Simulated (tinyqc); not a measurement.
Inside a calculation. Method: CIS on RHF in the 6-31g basis, for H-, spin multiplicity 1. The basis has no diffuse functions, so it cannot describe the extra electron: this is an exercise in the method, not the real anion. Computed by tinyqc, a small Python program that keeps every step (integrals from PySCF). Settings: charge = -1, multiplicity = 1, basis = 6-31g, method = RHF, energy threshold = 1e-10, iteration cap = 55, orthogonalisation = canonical, start = atomic densities, DIIS depth = 6. Command: `OMP_NUM_THREADS=1 python tinyqc.py 24818 24819 out.jsonl` (the two numbers bound the seeds that draw the settings). One thread of a shared host (Intel(R) Xeon(R) Processor @ 2.60GHz), about 0.06 s of CPU time with the checks. The early iterations of the SCF are left out here.

## One-electron integrals

Geometry (angstrom):
```
atom         x         y         z
H     0.000000  0.000000  0.000000
```

Basis 6-31g: exponents (1/bohr^2) and contraction coefficients of normalised primitives:
```
element  l (shell)   exponent  coefficient
H            s (1)  18.731137     0.033495
H            s (1)   2.825394     0.234727
H            s (1)   0.640122     0.813757
H            s (2)   0.161278     1.000000
```

Overlap, kinetic and nuclear-attraction integrals over the contracted functions; the nuclear repulsion is the sum of Za Zb / Rab.

nuclear repulsion = 0 hartree

overlap S:
```
          1H 1s     1H 2s
1H 1s  1.000000  0.658292
1H 2s  0.658292  1.000000
```

kinetic energy T (hartree):
```
          1H 1s     1H 2s
1H 1s  1.395678  0.259735
1H 2s  0.259735  0.241917
```

nuclear attraction V (hartree):
```
           1H 1s      1H 2s
1H 1s  -1.653231  -0.742311
1H 2s  -0.742311  -0.640851
```

core Hamiltonian H = T + V (hartree):
```
           1H 1s      1H 2s
1H 1s  -0.257552  -0.482576
1H 2s  -0.482576  -0.398935
```

## Two-electron integrals

Functions are numbered as in S; the eight-fold symmetry (ij|kl) = (ji|kl) = (kl|ij) leaves the list below.

Two-electron integrals (ij|kl) in chemists' order, unique and non-zero (hartree):
```
(11|11) 1.076566   (21|11) 0.578470   (21|21) 0.329423   (22|11) 0.587396
(22|21) 0.361304   (22|22) 0.453150
```

## Orthogonalisation

S = U s U^T; canonical form X = U s^(-1/2), so that X^T S X = 1. Each column of U has its largest component positive (the first on a tie).

eigenvalues of S: 0.341708  1.658292

X:
```
               1         2
1H 1s   1.209644  0.549104
1H 2s  -1.209644  0.549104
```

## Iteration 9 (converged): orbitals

converged F (hartree):
```
           1H 1s      1H 2s
1H 1s   0.609643  -0.123666
1H 2s  -0.123666   0.101393
```

Diagonalise F' = X^T F X, C = X C', fill 1 alpha and 1 beta electrons from the bottom; D = 2 C_occ C_occ^T. Each column has its largest component positive (the first on a tie).

F' = X^T F X (hartree):
```
          1         2
1  1.402321  0.337590
2  0.337590  0.139814
```

orbital energies (hartree): MO1 0.055212, MO2 1.486923

coefficients C:
```
            MO1        MO2
1H 1s  0.238585   1.306840
1H 2s  0.826681  -1.039880
```

D after iteration 9:
```
          1H 1s     1H 2s
1H 1s  0.113846  0.394468
1H 2s  0.394468  1.366804
```

## Convergence

Stop when the energy changes by less than 1e-10 hartree and every element of the error matrix X^T (F D S - S D F) X is below 3e-06.

Course of the cycle:
```
iteration  E (hartree)     change  largest element of the error matrix
1          -0.29959326          -                             5.53e-01
2          -0.42103847  -1.21e-01                             5.94e-02
3          -0.42244136  -1.40e-03                             1.19e-03
4          -0.42244181  -4.51e-07                             5.40e-04
5          -0.42244188  -6.77e-08                             3.50e-04
6          -0.42244190  -2.22e-08                             2.60e-04
7          -0.42244191  -9.93e-09                             2.07e-04
8          -0.42244193  -1.71e-08                             1.24e-06
9          -0.42244193  -6.17e-13                             9.07e-09
```

PySCF RHF in the same basis = -0.42244193 hartree

Converged in 9 iterations.

## Integrals over molecular orbitals

(pq|rs) = sum C_ip C_jq C_kr C_ls (ij|kl), one index at a time.

one-electron integrals over orbitals h = C^T H C (hartree):
```
           1          2
1  -0.477654  -0.138978
2  -0.138978   0.440356
```

Two-electron integrals over orbitals (pq|rs), unique and non-zero (hartree):
```
(11|11) 0.532867   (21|11) 0.138978   (21|21) 0.136050   (22|11) 0.591309
(22|21) 0.243852   (22|22) 0.778941
```

## CIS matrix, singlets

A(ia,jb) = (e_a - e_i) d_ij d_ab + 2 (ia|jb) - (ij|ab).

CIS matrix A, singlet (hartree):
```
          1>2
1>2  1.112503
```

## CIS singlet states

dipole integrals <i|r|a> (bohr):
```
            x         y         z
1>2  0.000000  0.000000  0.000000
```

Diagonalise A (1 hartree = 27.211386 eV); each vector has its largest component positive (the first on a tie). The transition dipole is mu = sqrt2 sum c_ia <i|r|a>.

singlet excitation energies (eV): 30.272743

lowest vectors:
```
      state 1
1>2  1.000000
```

oscillator strengths 2/3 w |mu|^2: 0.000000

## CIS matrix, triplets

A(ia,jb) = (e_a - e_i) d_ij d_ab - (ij|ab).

CIS matrix A, triplet (hartree):
```
          1>2
1>2  0.840402
```

## CIS triplet states

Diagonalise A (1 hartree = 27.211386 eV); each vector has its largest component positive (the first on a tie).

triplet excitation energies (eV): 22.868497

lowest vectors:
```
      state 1
1>2  1.000000
```
